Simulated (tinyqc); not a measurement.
What moves the results: donor level screened by free carriers (Yukawa potential). A value that a table varies takes the place of the one given here.

Potential -(q/(eps r)) exp(-ks r), q = e^2/(4 pi eps0). In units Ry* = Ry m/eps^2 and a* = a0 eps/m the problem is [-Laplacian - 2 exp(-x r)/r] psi = E psi with x = ks a*.

Converged values use 18 functions exp(-z r), z = 1.55^i, i = -11 to 6: S = 2/A^3, H = z_i z_j S - 2/(A + x)^2, A = z_i + z_j.

Screening wave number: Debye ks^2 = 4 pi q n/(eps kB T); Thomas-Fermi ks^2 = 6 pi q n/(eps EF) with EF = c (3 pi^2 n/gv)^(2/3)/m, c = hbar^2/2m0; the two are joined by 1/ks^2 = sqrt(1/ks_D^4 + 1/ks_TF^4). 1e18/cm^3 = 1e-6/angstrom^3, q = e^2/(4 pi eps0).

Constants: e^2/(4 pi eps0) = 14.39964547 eV angstrom; kB = 8.617333262e-05 eV/K; hbar^2/2m0 = 3.80998211 eV angstrom^2; Ry = 13.60569312 eV; a0 (Bohr radius) = 0.5291772105 angstrom.

Values chosen for the exercise (near those of a donor in 4H SiC, with one mean mass; not measured data):
- xs = (0.06, 0.15, 0.26, 0.57, 0.67, 0.86, 1.04) (values of x)
- m = 0.398 m0 (mass)
- eps = 9.9 (dielectric constant)
- gv = 3 (valleys)
- T = 300 K (temperature)
- nl = (0.096, 0.32, 0.96, 3.2, 9.6, 32, 96) x 1e18/cm^3 (densities)
- n = 3.2 x 1e18/cm^3 (free-carrier density)

## Towards the loss of the bound state

First order (-1 + 2x), one-parameter (minimum of z^2 - 8 z^3/(2z + x)^2) and converged 1s energies in Ry*, and the mean radius in a*; a dash marks an unbound result.

Results:

| x | first order | trial function | converged | <r> |
|---|---|---|---|---|
| 0.06 | -0.8800 | -0.8852 | -0.8852 | 1.50 |
| 0.15 | -0.7000 | -0.7309 | -0.7309 | 1.53 |
| 0.26 | -0.4800 | -0.5677 | -0.5681 | 1.58 |
| 0.57 | - | -0.2310 | -0.2358 | 1.91 |
| 0.67 | - | -0.1550 | -0.1627 | 2.12 |
| 0.86 | - | -0.0484 | -0.0634 | 2.86 |
| 1.04 | - | - | -0.0128 | 5.31 |

How do the results move?

First order loses the state at x = 0.5, the trial function reaches zero energy at x = 1.00, and the exact limit is 1.19. The radius starts at 1.5 a*, grows slowly at first (1.58 at x = 0.26), then steadily, and swells towards the end (5.3 at 1.04), where a single exponential fails: the binding vanishes as the square of the distance from 1.19.

## Binding against carrier density

Ry* = 55.2501 meV
a* = 13.163 angstrom

x from the joined ks; converged 1s binding (dash: x above 1.17, at or past the limit 1.19 where the state unbinds).

Results:

| n (1e18/cm^3) | EF/kB T | 1/ks (angstrom) | x | binding (meV) | n^(1/3) a* |
|---|---|---|---|---|---|
| 0.096 | 0.04 | 121.4 | 0.108 | 44.18 | 0.060 |
| 0.32 | 0.08 | 66.5 | 0.198 | 36.29 | 0.090 |
| 0.96 | 0.17 | 38.5 | 0.342 | 25.60 | 0.130 |
| 3.2 | 0.37 | 21.3 | 0.617 | 11.03 | 0.194 |
| 9.6 | 0.77 | 12.9 | 1.023 | 0.88 | 0.280 |
| 32 | 1.72 | 8.2 | 1.606 | - | 0.418 |
| 96 | 3.57 | 6.2 | 2.134 | - | 0.603 |

How do the results move?

The binding falls from 44.2 to 0.9 meV (bare value 55.3); it passes half the bare value between 0.32 and 0.96 x 1e18/cm^3. The level is unbound, or bound by less than 0.001 Ry*, from 32 x 1e18/cm^3 on; as the density rises, it is lost by the time n^(1/3) a* reaches 0.42. x grows with exponent 0.50 in n at the start and 0.26 at the end (1/2 for Debye, 1/6 for Thomas-Fermi screening).

## What each parameter does

Ry* = Ry m/eps^2, a* = a0 eps/m, x = ks a* with the joined ks; converged binding. Each row changes one parameter from the base and keeps the others.

Results:

| case | 1/ks (angstrom) | x | binding in Ry* | binding (meV) |
|---|---|---|---|---|
| base | 21.3 | 0.617 | 0.200 | 11.03 |
| n = 1.6 x 1e18/cm^3 | 29.9 | 0.440 | 0.354 | 19.58 |
| T = 360 K | 23.3 | 0.566 | 0.239 | 13.22 |
| m = 0.446 m0 | 21.3 | 0.552 | 0.250 | 15.51 |
| eps = 9.1 | 20.5 | 0.591 | 0.219 | 14.31 |
| gv = 4 | 21.2 | 0.620 | 0.198 | 10.91 |

What does this show?

The largest shifts from the base row, up to three for each result and ties (the steps differ in size, so this ranks the rows, not the parameters). 1/ks (angstrom): n +8.6, T +1.9, eps -0.9; unchanged at the printed digits by m. x: n -0.177, m -0.065, T -0.051. binding in Ry*: n +0.155, m +0.051, T +0.040. binding (meV): n +8.55, m +4.48, eps +3.28.

Program tinyqc; command `OMP_NUM_THREADS=1 python tinyqc.py 1280365 1280366 out.jsonl`; about 0.01 s on one thread of a shared Intel(R) Xeon(R) Processor @ 2.30GHz.
